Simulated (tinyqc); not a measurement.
# Crystallisation kinetics and data retention of a phase-change cell: kissinger analysis

Johnson-Mehl-Avrami-Kolmogorov law X = 1 - exp(-y^n), y = integral of k dt, k = (1/100 s) exp[-(Ec q/kB)(1/T - 1/T1)].

Tp is the temperature of the largest dX/dt on a ramp of rate b (b in K/min in the logarithm).

Values chosen for this exercise; values of the order of Ge-Sb-Te and related chalcogenides:
- Ec = 2.24 eV (activation energy of crystallisation)
- T1 = 427 K (temperature at which the rate k is 1/(100 s))
- n = 2 (Avrami exponent)

Constants: q = 1.602176634e-19 C, kB = 1.380649e-23 J/K. Results are converted to the units shown.

Kissinger analysis:

| b (K/min) | Tp (K) | q/kB Tp (1/eV) | ln(b/Tp^2) | X at the peak |
|---|---|---|---|---|
| 0.5 | 413.15 | 28.088 | -12.741 | 0.62649 |
| 1 | 417.61 | 27.788 | -12.069 | 0.62643 |
| 2 | 422.16 | 27.488 | -11.398 | 0.62638 |
| 5 | 428.34 | 27.092 | -10.510 | 0.62629 |
| 10 | 433.13 | 26.792 | -9.8395 | 0.62623 |
| 20 | 438.02 | 26.493 | -9.1688 | 0.62617 |
| 50 | 444.67 | 26.097 | -8.2826 | 0.62608 |
| 100 | 449.83 | 25.798 | -7.6126 | 0.62601 |

What does the table show?

Tp rises from 413 to 450 K. The slope of ln(b/Tp^2) against q/kB Tp between the end rows is -2.239 eV, against Ec = 2.24 eV, and X at the peak stays near 1 - 1/e = 0.632 (0.626 to 0.626).

Range of the model: One Arrhenius rate is assumed; incubation, growth from the boundary and the non-Arrhenius kinetics of the supercooled liquid are left out.

Computed by the program tinyqc: `OMP_NUM_THREADS=1 python tinyqc.py 2490063 2490064 out.jsonl`, one thread of a shared Intel Xeon 2.30GHz, about 0.02 s for the whole run.
